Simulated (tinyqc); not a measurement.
Inside a calculation. Model: Zener tunnelling in a reverse-biased junction, two-band WKB.

tinyqc, about 0.02 s, one thread, Intel Xeon 2.30GHz (shared host): `OMP_NUM_THREADS=1 python tinyqc.py 2620102 2620103 out.jsonl` Printed values are rounded.

Abrupt p-n junction, depletion approximation. Energies E are counted from the conduction-band edge of the neutral n side; its Fermi level lies at dn, that of the p side at dn - V, and the valence-band edge of the neutral p side at Em = dn + dp - V. Tunnelling needs 0 < E < Em. Two-band dispersion with equal masses m: inside the gap kappa = sqrt(m u (1 - u/Eg)/C), u the distance from a band edge, C = hbar^2/(2 m0).

Values chosen for this exercise; band and dielectric values close to those of gallium arsenide:
```
symbol    value   unit                                     meaning
T           300      K                                 temperature
Eg          1.4     eV                                    band gap
eps_r      13.1                              relative permittivity
Nc      4.45e17  cm^-3  conduction-band density of states at 300 K
Nv      8.85e18  cm^-3     valence-band density of states at 300 K
m         0.076     m0        band-edge mass of the two-band model
Na       1.1e19  cm^-3                            acceptor density
Nd       3.1e18  cm^-3                               donor density
V          -2.1      V                          bias of the p side
nE           11                          points of the energy grid
```

Constants: q = 1.602176634e-19 C, kB = 1.380649e-23 J/K, hbar = 1.054571817e-34 J s, h = 6.62607015e-34 J s, m0 = 9.1093837015e-31 kg, Vt = kB T/q, eps0 = 8.8541878128e-14 F/cm where lengths are in cm, hbar^2/(2 m0) = 0.0380998212 eV nm^2. Results are converted to the units shown.

Range of the model: Parabolic densities of states, no band tails and no gap narrowing, all of which matter at such doping.

## Fermi levels and built-in voltage

Nd = Nc F12(dn/Vt), Na = Nv F12(dp/Vt), F12(x) = (2/sqrt(pi)) int_0^infinity sqrt(u)/(1 + exp(u - x)) du; dn = EF - Ec on the n side, dp = Ev - EF on the p side (negative outside the bands); Vbi = Eg + dn + dp.

dn = 0.108710 eV
dp = 0.0167922 eV
Vbi = 1.52550 V

Boltzmann statistics would give dn = 0.0502 eV and dp = 0.00562 eV. At zero bias the bands of the two sides overlap by dn + dp.

## Width, field and exponent

W = sqrt(2 eps0 eps_r (Vbi - V)(1/Na + 1/Nd)/q), mean field F = (Vbi - V)/W, peak field 2 F. In a uniform field F the exponent is S = pi sqrt(m/C) Eg^1.5/(4 F). Transverse energy Et = C kt^2/m raises it to S (1 + 4 Et/Eg), so T = exp(-S) exp(-Et/Eb) with Eb = Eg/(4 S). KJ = (2 q^2/h) m/(4 pi C) (times 1e14 for A/cm^2 per eV^2).

W = 46.5893 nm
mean field = 0.778183 MV/cm
S = 23.6127
exp(-S) = 5.56086e-11
Eb = 14.8225 meV
tunnelling length Eg/F = 17.9906 nm

## Current density on a coarse grid

J = KJ exp(-S) Eb times the integral from 0 to Em of [f(E - dn) - f(E - dn + V)] [1 - exp(-min(E, Em - E)/Eb)] dE, f(x) = 1/(1 + exp(x/Vt)), with S and Eb from the mean field; J > 0 flows from p to n. KJ = (2 q^2/h) m/(4 pi C) (times 1e14 for A/cm^2 per eV^2). Simpson's rule on nE equally spaced points from 0 to Em.

```
point   E (eV)  difference of the f  transverse factor
0      0.00000             -0.01470            0.00000
1      0.22255             -0.98791            1.00000
2      0.44510             -1.00000            1.00000
3      0.66765             -1.00000            1.00000
4      0.89020             -1.00000            1.00000
5      1.11275             -1.00000            1.00000
6      1.33530             -1.00000            1.00000
7      1.55785             -1.00000            1.00000
8      1.78040             -1.00000            1.00000
9      2.00295             -0.99965            1.00000
10     2.22550             -0.34309            0.00000
```

integral = -2.07345 eV
KJ = 1.22992e9 A/(cm^2 eV^2)
J = -0.00210200 A/cm^2

A converged quadrature gives -0.002110 A/cm^2; this grid is 0.37 % below that in size.
